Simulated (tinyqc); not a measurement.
Inside a calculation: carrier statistics of a doped semiconductor with parabolic bands. Values are carried at full precision from step to step, so a last printed digit may differ when a step is redone from the rounded ones.

Constants: kB = 8.617333262e-05 eV/K; hbar^2/2m0 = 3.80998211 eV angstrom^2.

Inputs chosen for the exercise (near those of InP; the results hold for these values, not for the real material): Eg0 = 1.42 eV (gap at 0 K); al = 0.000364 eV/K (Varshni alpha); be = 162 K (Varshni beta); T = 77 K; ml = 0.0801 m0 (longitudinal electron mass); mt = 0.0801 m0 (transverse electron mass); Mv = 1 (equivalent valleys); mhh = 0.599 m0 (heavy-hole mass); mlh = 0.0896 m0 (light-hole mass); ND = 5.2e+13 1/cm^3 (donors); NA = 3.6e+14 1/cm^3 (acceptors); ED = 0.00566 eV (donor level below Ec); EA = 0.0473 eV (acceptor level above Ev).

## Gap and thermal energy

Eg(T) = Eg0 - al T^2/(T + be) (Varshni).

Eg = 1.410970 eV
kT = 0.0066353 eV

The gap has shrunk by 9.0 meV from 0 K and is 212.6 kT wide.

## Effective densities of states

m_de = Mv^(2/3) (ml mt^2)^(1/3); m_dh = (mhh^(3/2) + mlh^(3/2))^(2/3); N = 2 (m kB T/(4 pi c))^(3/2) with c = hbar^2/2m0, in 1/angstrom^3; times 1e24 for 1/cm^3.

m_de = 0.0801 m0
m_dh = 0.6219 m0
Nc = 7.39733e+16 1/cm^3
Nv = 1.60026e+18 1/cm^3

The light holes supply 5.5 % of Nv, and Nc/Nv = 0.0462.

## Intrinsic density and level

With Boltzmann statistics ni = sqrt(Nc Nv) exp(-Eg/2kT) and Ei = Eg/2 + (kT/2) ln(Nv/Nc), counted from Ev.

ni = 2.30e-29 1/cm^3
Ei = 0.7157 eV

Ei lies 10.2 meV above midgap, towards the band with the smaller density of states.

## Neutrality by bisection

Energies are counted from Ev, so Ec = Eg. n = Nc F_1/2((EF - Eg)/kT), p = Nv F_1/2(-EF/kT), ND+ = ND/(1 + 2 exp((EF - Eg + ED)/kT)), NA- = NA/(1 + 4 exp((EA - EF)/kT)); neutrality asks p + ND+ = n + NA-. F_j(eta) = (1/Gamma(j + 1)) integral_0^infinity x^j dx/(1 + exp(x - eta)), which tends to exp(eta) for eta << 0.

Start from the bracket [-0.2 eV, Eg + 0.2 eV]; at the midpoint EF take the sign of p + ND+ - n - NA-; where it is positive EF must rise. Fourteen steps are shown.

Bisection (eV, 1/cm^3):
```
step       low     high       EF         n         p       ND+       NA-  sign
1     -0.20000  1.61097  0.70549  4.94e-30  1.07e-28  5.20e+13  3.60e+14     -
2     -0.20000  0.70549  0.25274  1.15e-59      45.9  5.20e+13  3.60e+14     -
3     -0.20000  0.25274  0.02637  1.76e-74  2.99e+16  5.20e+13  3.80e+12     +
4      0.02637  0.25274  0.13956  4.50e-67  1.17e+09  5.20e+13  3.60e+14     -
5      0.02637  0.13956  0.08296  8.89e-71  5.94e+12  5.20e+13  3.53e+14     -
6      0.02637  0.08296  0.05467  1.25e-72  4.23e+14  5.20e+13  1.55e+14     +
7      0.05467  0.08296  0.06882  1.05e-71  5.01e+13  5.20e+13  3.11e+14     -
8      0.05467  0.06882  0.06174  3.63e-72  1.46e+14  5.20e+13  2.48e+14     -
9      0.05467  0.06174  0.05820  2.13e-72  2.48e+14  5.20e+13  2.03e+14     +
10     0.05820  0.06174  0.05997  2.78e-72  1.90e+14  5.20e+13  2.26e+14     +
11     0.05997  0.06174  0.06086  3.18e-72  1.66e+14  5.20e+13  2.37e+14     -
12     0.05997  0.06086  0.06042  2.97e-72  1.78e+14  5.20e+13  2.32e+14     -
13     0.05997  0.06042  0.06019  2.87e-72  1.84e+14  5.20e+13  2.29e+14     +
14     0.06019  0.06042  0.06030  2.92e-72  1.81e+14  5.20e+13  2.30e+14     +
```

Each step halves the bracket, which is 0.221 meV wide at the last row.

## The neutral state

Solve the neutrality condition for EF to convergence.

EF = 0.0604 eV
n = 2.95e-72 1/cm^3
p = 1.79e+14 1/cm^3
ND+ = 5.20e+13 1/cm^3
NA- = 2.31e+14 1/cm^3

The material is p-type; 64.2 % of the acceptors are ionised. EF lies 9.10 kT inside the gap from the valence edge, so Boltzmann statistics would serve; n p/(Nc Nv exp(-Eg/kT)) = 1.000.

## Checks

- F_1/2(1) by the trapezoid rule against adaptive quadrature: both 1.575641.
- Positive against negative charge at the solution (1/cm^3): both 2.31049e+14.

Computed by tinyqc, a small Python program: `OMP_NUM_THREADS=1 python tinyqc.py 1682387 1682388 out.jsonl` (the numbers bound the seed that draws the inputs); one thread of a shared host (Intel(R) Xeon(R) Processor @ 2.30GHz), about 0.01 s for the whole set of steps.
